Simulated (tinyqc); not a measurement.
Inside a calculation. Model: Froehlich polaron in a polar crystal. Computed by tinyqc, a small Python program that keeps every step. Command: `OMP_NUM_THREADS=1 python tinyqc.py 3002220 3002221 out.jsonl frohlich walk`. One thread of a shared host (Intel(R) Xeon(R) Processor @ 2.30GHz), about 0.05 s of CPU time with the checks. Intermediate numbers are printed to about 5 digits and carried at full precision; extremes and crossings named in words are read from the listed rows.

One electron in a parabolic band of mass m*, coupled to dispersionless LO phonons in the continuum model. Energies are in units of hbar omega unless marked, wave numbers in k_0 = sqrt(2 m* omega/hbar).

Inputs (values chosen for the exercise, for a model crystal):
```
quantity                           value  unit
band mass m*                      0.0572   m_0
LO phonon energy hbar omega         78.8   meV
eps_inf                             6.35     -
static dielectric constant eps_s    9.91     -
temperature T                        150     K
electron wave number k/k_0          0.24     -
trial v                              5.9     -
trial w                              2.9     -
```

Constants: hbar^2/(2 m_0) = 3.80998212 eV angstrom^2; e^2/(4 pi eps_0) = 14.39964548 eV angstrom; k_B = 8.617333262e-05 eV/K; hbar = 6.582119569e-16 eV s; e = 1.602176634e-19 C; m_0 = 9.1093837015e-31 kg.

## Coupling constant and length scale

1/eps* = 1/eps_inf - 1/eps_s; k_0 = sqrt(2 m* omega/hbar) = sqrt(m* hbar omega / (hbar^2/(2 m_0))) with m* in m_0; alpha = (e^2/(4 pi eps_0)) k_0/(2 eps* hbar omega); polaron length 1/k_0.

eps* = 17.677

k_0 = 0.034395 1/angstrom

coupling constant alpha = 0.17779

polaron length 1/k_0 = 29.074 angstrom

Weak coupling: perturbation theory should serve.

## Second-order perturbation theory

At T = 0 and k < k_0: E(k) = (k/k_0)^2 - alpha arcsin(k/k_0)/(k/k_0); so E(0) = -alpha, 1/m_p = (1 - alpha/6)/m*, and the mean number of phonons in the cloud at k = 0 is alpha/2. The Lee-Low-Pines variational state gives the same E(0) and m_p = m* (1 + alpha/6).

energy shift at k = 0 = -14.010 meV

E(k) = -0.12194 hbar omega

m*/m_p, second order = 0.97037

m_p/m*, Lee-Low-Pines = 1.0296

phonons in the cloud = 0.088893

## Strong-coupling trial states

Landau-Pekar: the lattice follows the mean electron density. A Gaussian state exp(-b^2 r^2/2) gives E(b) = (3/2) b^2 - alpha b sqrt(2/pi) (b in k_0), minimised at b = alpha sqrt(2/pi)/3 to E = -alpha^2/(3 pi); a state exp(-b r) gives E(b) = b^2 - (5/8) alpha b, minimised at b = 5 alpha/16 to E = -25 alpha^2/256.

best b, Gaussian = 0.047284 k_0

E, Gaussian = -0.0033537 hbar omega

best b, exponential = 0.055558 k_0

E, exponential = -0.0030867 hbar omega

The Gaussian bound lies below -alpha only for alpha > 3 pi = 9.42; here it lies above, so the self-trapped state is the poorer bound.

## Feynman's energy at a trial point

Feynman's bound: E(v, w) = 3 (v - w)^2/(4 v) - (alpha v/sqrt(pi)) int_0^infinity e^-u D(u)^(-1/2) du, D = w^2 u + ((v^2 - w^2)/v)(1 - e^(-v u)); integrals by 80 Gauss-Legendre points in s from 0 to 1 with u = 40 s^2.

first term = 1.1441 hbar omega

E(v, w) = 0.91219 hbar omega

## Feynman's variational polaron

Minimise over v > w > 0 (simplex search); mass m_p/m* = 1 + (alpha v^3/(3 sqrt(pi))) int u^2 e^-u D^(-3/2) du.

best v = 3.02

best w = 2.98

E, Feynman = -0.17818 hbar omega

polaron energy, Feynman = -14.041 meV

m_p/m*, Feynman = 1.03

The bound lies 0.2 % below -alpha, and the mass is 1.00 times the Lee-Low-Pines value.

## Mobility at low temperature

Scattering by absorption of an LO phonon: 1/tau = 2 alpha omega n, n = 1/(exp(hbar omega/(k_B T)) - 1); mu = e tau/m*, the weak-coupling result for k_B T well below hbar omega.

phonon occupation n = 0.0022564

lifetime tau = 10411 fs

mobility = 3.2013e+05 cm^2/(V s)

Caution: LO phonons are so rare at this T that impurities and acoustic phonons, left out here, limit the real mobility.

## All approximations against the coupling

Other columns: second order -alpha; Landau-Pekar Gaussian -alpha^2/(3 pi); Lee-Low-Pines mass 1 + alpha/6. The polaron energy in meV uses the given hbar omega.

Energies (hbar omega) and masses (m*):
```
alpha  second order     Gaussian    Feynman  Feynman (meV)  mass, LLP  mass, Feynman     v     w
0.044        -0.044  -2.0542e-04  -0.044024        -3.4691     1.0073          1.007     3  2.99
0.089        -0.089  -8.4044e-04  -0.089098        -7.0209     1.0148          1.015  3.01  2.99
0.18          -0.18   -0.0034377   -0.18040        -14.216       1.03          1.031  3.02  2.98
0.28          -0.28   -0.0083185   -0.28098        -22.141     1.0467          1.049  3.03  2.97
3.2            -3.2      -1.0865    -3.3540        -264.29     1.5333          1.999  3.46  2.52
6.2            -6.2      -4.0786    -6.9790        -549.95     2.0333          7.836  4.85  1.82
9.2            -9.2      -8.9806    -11.870        -935.32     2.5333             71  10.3  1.26
12              -12      -15.279    -18.143        -1429.7          3          281.6  18.6  1.13
```

All three energies are upper bounds (-alpha through the Lee-Low-Pines state), and the Feynman value is the lowest in every row. It lies within 5 % of -alpha up to alpha = 3.2; at alpha = 12 it is 1.19 times the Gaussian value, whose alpha^2 law it approaches with a constant shift of about -3 ln 2 - 3/4 = -2.83 (here -2.86). The mass stays within 10 % of 1 + alpha/6 up to alpha = 0.28 and reaches 282 m* in the last row; w falls from 2.99 towards 1 while v grows to 18.6.

Checks made by the program: second-order shift against the integral -(2 alpha/pi) int dq/(1 + q^2) (relative difference below 1e-10); v = w reduces the bound to -alpha (relative difference 1e-10).
